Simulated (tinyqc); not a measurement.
## Stacked nanosheet transistor, parasitic resistance, capacitance and delay: effect of the contacted gate pitch

Ns sheets share one contact on top; each has perimeter p = 2 (Ws + ts) and cross-section A = Ws ts; contact width Wc = Ws + 10 nm, stack height Hs = Ns pv. Sheet 1 is the top one. Contact length Lc = CPP - Lg - 2 Lsp, shared by two neighbouring gates. Source and drain sides are equal. The formulas are first-order estimates, not field solutions.

Epitaxy sheet resistance Rsh = re/te, transfer length LT = sqrt(rc/Rsh), contact Rc = [sqrt(rc Rsh)/Wc] coth(Lc/(2 LT)); extension of one sheet Rx = rx Lsp/A. With N sheets: gate Cg = Cinv p N Lg; per side, plate Cp = ks eps0 [Wc (Hs + Hc) - N A]/Lsp, top fringe Cf = (2/pi) ks eps0 Wc ln(1 + Lg/(2 Lsp)), overlap Co = Cinv p N Lov. One sheet: I = p Q vx u/(1 + |u|^1.8)^(1/1.8), Q = Cinv n Vt ln(1 + exp((Vg' - VT + dl Vd')/(n Vt))), u = Vd' mu/(vx Lg), Vg' = Vgs - v, Vd' = Vds - 2 v, with the drop on each side v_j = Rc sum I + rv (sum over levels k = 2..j of the current of sheets k..Ns) + Rx I_j. Ieff = [I(Vgs = Vdd, Vds = Vdd/2) + I(Vdd/2, Vdd)]/2, total currents. With Cs = Cp + Cf + Co, the load of an inverter of two such devices driving an equal one is CL = 2 (Cg + 2 Cs) + 4 Cs + Cw (own drains counted twice for the Miller effect); delay CL Vdd/(2 Ieff).

Parameters, values chosen for the exercise; values close to those of silicon logic devices: temperature T = 300 K; number of sheets Ns = 3; sheet width Ws = 12 nm; sheet thickness ts = 6 nm; vertical pitch of the sheets pv = 16 nm; vertical resistance between sheet levels rv = 133 ohm; gate length Lg = 18 nm; spacer length Lsp = 7 nm; relative permittivity of the spacer ks = 3.3; gate height above the channel stack Hc = 25 nm; contact resistivity rc = 3.2e-9 ohm cm^2; resistivity of the source-drain epitaxy re = 0.00051 ohm cm; current-carrying depth of the epitaxy te = 25 nm; resistivity of the extension rx = 0.00088 ohm cm; gate overlap Lov = 0.5 nm; inversion capacitance Cinv = 2.4 uF/cm^2; injection velocity vx = 1.3e7 cm/s; apparent mobility mu = 170 cm^2/(V s); threshold at zero drain voltage VT = 0.28 V; barrier lowering dl = 0.057 V/V; subthreshold factor n = 1.13; wire load Cw = 0.36 fF; supply voltage Vdd = 0.65 V.

Constants: q = 1.602176634e-19 C, kB = 1.380649e-23 J/K, eps0 = 8.8541878128e-12 F/m, Vt = kB T/q. Results are converted to the units shown.

The same in every row: Rx/N (ohm) = 285.2; CL (aF) = 512.8.

Effect of the contacted gate pitch:
```
CPP (nm)  Rc (ohm)  Ieff (uA)  delay (ps)
36            7279      13.66       12.20
42            2925      25.83       6.452
48            1843      33.36       4.995
54            1356      38.34       4.347
60            1082      41.78       3.989
66           907.5      44.27       3.764
72           788.1      46.13       3.613
78           702.0      47.55       3.505
```

What does the table show?

As CPP goes from 36 to 78 nm, Ieff rises from 13.7 to 47.5 uA, CL stays at 513 aF and the delay falls from 12.2 to 3.51 ps. Only the contact length changes, so the capacitance stays and the pitch acts through Rc. At CPP = 36 nm the contact is under 8 nm long, below what liners and fill allow.

Numbers from tinyqc (`OMP_NUM_THREADS=1 python tinyqc.py 2170067 2170068 out.jsonl`; about 0.06 s on one thread of a shared Intel Xeon 2.30GHz).
